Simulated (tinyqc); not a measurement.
Lossy on-chip transmission line with skin effect: one step of the calculation.

A uniform line in a homogeneous dielectric: c = sqrt(er)/(c0 Z0), l = Z0 sqrt(er)/c0 (c0 = 299792458 m/s), g = w c td, w = 2 pi f. The resistance joins its limits as r = sqrt(r_dc^2 + r_hf^2), with r_dc = rho/(wd th), r_hf = kr rho/(2 delta (wd + th)), delta = sqrt(rho/(pi f mu0)), mu0 = 4 pi 1e-7 H/m; this is an interpolation, and internal inductance, up to 0.05 nH/mm at low frequency, is neglected.

Question. Reflection, input impedance and transfer. ZL = 1/(1/RL + i w CL); reflection (ZL - Zc)/(ZL + Zc); Zin = Zc (ZL + Zc tanh(gamma len))/(Zc + ZL tanh(gamma len)); H = V_load/V_source = [Zin/(Zin + Rg)]/[cosh(gamma len) + (Zc/ZL) sinh(gamma len)].

Values chosen for this exercise: source resistance Rg = 25 ohm; load resistance RL = 1e5 ohm; load capacitance CL = 0 fF; frequency f = 7.6 GHz.

gamma len = 0.07694368+0.13414812i
Zc = 60.952859-34.557019i ohm

Give: ZL; reflection at the load; Zin; H; |H|.

Answer.

ZL = (1.000+0.000i) x 1e5 ohm
reflection at the load = 0.9988+0.0007i
Zin = 7.4-451.2i ohm
H = 1.001-0.066i
|H| = 0.03021 dB

Computed by the program tinyqc: `OMP_NUM_THREADS=1 python tinyqc.py 2810144 2810145 out.jsonl`, one thread of a shared Intel Xeon 2.30GHz, about 0.01 s for the whole run.
